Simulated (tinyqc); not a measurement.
# Input admittance of a MOSFET at zero drain bias: distributed channel and distributed gate: what changes with what

Source and drain grounded, strong inversion, w = 2 pi f, Cox = eps0 eox/tox. The channel is an RC line of resistance 1/(mu Cox Vo) per square fed from both ends, so one finger has the intrinsic admittance y = i w Cox L tanh(g)/g per width, g = (1/2) sqrt(i w tau), tau = L^2/(mu Vo). The vertical resistance rv/L is in series with y, the overlaps 2 i w Cov in parallel: y_t = 1/(1/y + rv/L) + 2 i w Cov. The gate strip is a line of Rsh/L per length loaded by y_t, so a finger has Y = y_t Wf tanh(k)/k, k = (Wf/sd) sqrt(y_t Rsh/L); the device has Nf Y.

Values chosen for this exercise; values of the order met in silicon radio-frequency transistors: relative permittivity of the gate insulator (close to zirconium oxide) eox = 25.5; insulator thickness tox = 13 nm; channel length L = 0.28 um; finger width Wf = 7.5 um; number of fingers Nf = 64; channel mobility mu = 160 cm^2/(V s); gate overdrive Vo = 0.69 V; sheet resistance of the gate Rsh = 28 ohm/square; vertical resistivity of the gate stack rv = 4.4 ohm um^2; number of ends at which a finger is contacted sd = 1; overlap and fringe capacitance on each side Cov = 0.34 fF/um; frequency f = 0.87 GHz.

Constants: eps0 = 8.8541878128e-14 F/cm where lengths are in cm. Results are converted to the units shown.

Each table varies one quantity; the others keep the values above.

## Input impedance against frequency

Low-frequency limits, with c = Cox L and ct = c + 2 Cov: R_strip = Rsh Wf/(3 sd^2 L Nf), R_ch = (c/ct)^2 L/(12 mu Cox Vo Wf Nf), R_vert = (c/ct)^2 rv/(L Wf Nf), C = ct Wf Nf. Z = 1/(Nf Y) = R + 1/(i w C), Q = |Im Z|/R, far-point signal |1/cosh k|.

The same in every row: low-frequency R (ohm) = 4.127.

Input impedance against frequency:
```
f (GHz),w tau,|k|,R (ohm),C (fF),Q,signal at the far point
0.009,4.016e-4,0.04199,4.127,2661,1611,1.000
0.02,8.924e-4,0.06259,4.127,2661,724.8,1.000
0.06,0.002677,0.1084,4.127,2661,241.6,1.000
0.2,0.008924,0.1979,4.127,2661,72.48,0.9999
0.5,0.02231,0.3130,4.126,2660,29.00,0.9991
1,0.04462,0.4426,4.125,2658,14.51,0.9965
4,0.1785,0.8851,4.109,2625,3.689,0.9473
10,0.4462,1.399,4.019,2460,1.610,0.7611
30,1.339,2.412,3.438,1737,0.8884,0.3411
```

What does the comparison show?

R falls from 4.13 to 3.44 ohm and C falls from 2660 to 1740 fF. Q goes as f^(-1.00) between the first two rows and f^(-0.54) between the last two, where w tau = 1.34 and |k| = 2.41. The low-frequency limits hold both R and C within 5 % up to f = 4 GHz among the rows.

## Dividing a fixed width into fingers

Total width Wf Nf = 480 um; each finger also has a contact resistance Rc at each contacted end, which adds Rc/(sd Nf). The resistances are low-frequency limits, good while |k| is below about 1; the far-point signal is |1/cosh k| at f, without Rc.

The same in every row: R_ch + R_vert (ohm) = 0.2203.

Dividing a fixed width into fingers:
```
Nf,Wf (um),R_strip (ohm),Rc/(sd Nf) for Rc = 30 ohm (ohm),sum (ohm),signal at the far point
1,480.0,1.600e4,30.00,1.603e4,1.493e-8
2,240.0,4000,15.00,4015,1.728e-4
4,120.0,1000,7.500,1008,0.01859
8,60.00,250.0,3.750,254.0,0.1929
16,30.00,62.50,1.875,64.60,0.6634
32,15.00,15.62,0.9375,16.78,0.9624
64,7.500,3.906,0.4688,4.595,0.9973
128,3.750,0.9766,0.2344,1.431,0.9998
```

R_strip falls as 1/Nf^2, from 16000 to 0.977 ohm, the contact term as 1/Nf, and R_ch + R_vert stays at 0.220 ohm since the total width is fixed. The sum stays over 1.5 times that floor in every row. More fingers add wiring capacitance, which is left out.

Computed by the program tinyqc: `OMP_NUM_THREADS=1 python tinyqc.py 2262040 2262041 out.jsonl`, one thread of a shared Intel Xeon 2.30GHz, about 0.01 s for the whole run.
